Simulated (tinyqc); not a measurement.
Worked calculation: Fermi-Dirac statistics of conduction electrons. Values are carried at full precision from step to step, so a last printed digit may differ when a step is redone from the rounded ones.

Constants: hbar^2/2m0 = 3.80998211 eV angstrom^2; kB = 8.617333262e-05 eV/K; e^2/(4 pi eps0) = 14.39964547 eV angstrom.

Parameters, chosen for this exercise (near those of GaAs, lowest valleys alone; shifted at random, so the results belong to these values and not to a real crystal): m = 0.0673 m0 (density-of-states mass of the conduction band); T = 300 K; n = 4.8e+16 1/cm^3 (electron density); eps = 13 (static dielectric constant); alpha = 0.61 1/eV (non-parabolicity).

## Reduced density

N = 2 (m kB T/(4 pi c))^(3/2) with c = hbar^2/2m0, in 1/angstrom^3; times 1e24 for 1/cm^3; u = n/Nc.

kT = 0.025852 eV
Nc = 4.3812e+17 1/cm^3
u = n/Nc = 0.109559

## Reduced Fermi level by five rules

F_j(eta) = (1/Gamma(j + 1)) integral_0^infinity x^j dx/(1 + exp(x - eta)), which tends to exp(eta) for eta << 0.

With u = n/Nc: Boltzmann eta = ln u; Joyce-Dixon eta = ln u + u/sqrt(8) - 4.95009e-3 u^2 + 1.48386e-4 u^3 - 4.42563e-6 u^4; Nilsson eta = ln u/(1 - u^2) + v/(1 + (0.24 + 1.08 v)^-2) with v = (3 sqrt(pi) u/4)^(2/3); fully degenerate limit eta = v; exact: F_1/2(eta) = u.

Find eta = (EF - Ec)/kT by each rule.

eta: Boltzmann -2.211, Joyce-Dixon -2.173, Nilsson -2.176, degenerate 0.277, exact -2.173

Against the exact value the errors are Boltzmann -0.039, Joyce-Dixon 0.000, Nilsson -0.003, degenerate limit +2.449 (in kT).

## Exact eta by Newton steps

Solve ln F_1/2(eta) = ln u from the Boltzmann value; dF_1/2/d eta = F_-1/2, so the step is -ln(F_1/2/u) F_1/2/F_-1/2. Stop below 1e-9.

Newton steps:
```
step        eta     F_1/2    F_-1/2  step taken
1     -2.211295  0.105551  0.101765      0.0386
2     -2.172646  0.109556  0.105483    2.61e-05
3     -2.172620  0.109559  0.105485    1.21e-11
```

Converged in 3 steps.

## Mean energy, Einstein relation and screening

eta = -2.17262

Mean kinetic energy <E> = (3/2) kT F_3/2/F_1/2; D/mu = (kT/e) F_1/2/F_-1/2; dn/dEF = (Nc/kT) F_-1/2; screening length L = (4 pi (e^2/(4 pi eps0)) (dn/dEF)/eps)^(-1/2), with dn/dEF in 1/(angstrom^3 eV) (1/cm^3 = 1e-24/angstrom^3).

F_-1/2, F_1/2, F_3/2: 0.1055  0.1096  0.1117

<E> = 39.53 meV
D/mu = 26.85 mV
dn/dEF = 1.788e+18 1/(cm^3 eV)
L = 200.5 angstrom

The gas is nearly non-degenerate. D/mu is 1.039 times kT/e and <E> is 1.019 times (3/2) kT; the Debye formula, with n/kT in place of dn/dEF, would give L = 196.7 angstrom.

## Fermi level in the non-parabolic band

Non-parabolic band E (1 + alpha E) = c k^2/m: n = Nc (2/sqrt(pi)) integral_0^infinity sqrt(x (1 + a x)) (1 + 2 a x) dx/(1 + exp(x - eta)) with a = alpha kT and eta = (EF - Ec)/kT; a = 0 gives n = Nc F_1/2(eta).

Solve for eta at the same n.

a = 0.01577
eta = -2.234
EF - Ec = -57.76 meV

The extra states lower EF by 1.59 meV against the parabolic band.

## Checks

- Non-parabolic integral at a = 0 against F_1/2(2): both 2.823721.
- F_1/2(40) against the Sommerfeld form (4/(3 sqrt(pi))) eta^(3/2) (1 + pi^2/(8 eta^2)): both 190.45.

Computed by tinyqc, a small Python program: `OMP_NUM_THREADS=1 python tinyqc.py 1651055 1651056 out.jsonl` (the numbers bound the seed that draws the inputs); one thread of a shared host (Intel(R) Xeon(R) Processor @ 2.30GHz), about 0.01 s for the whole set of steps.
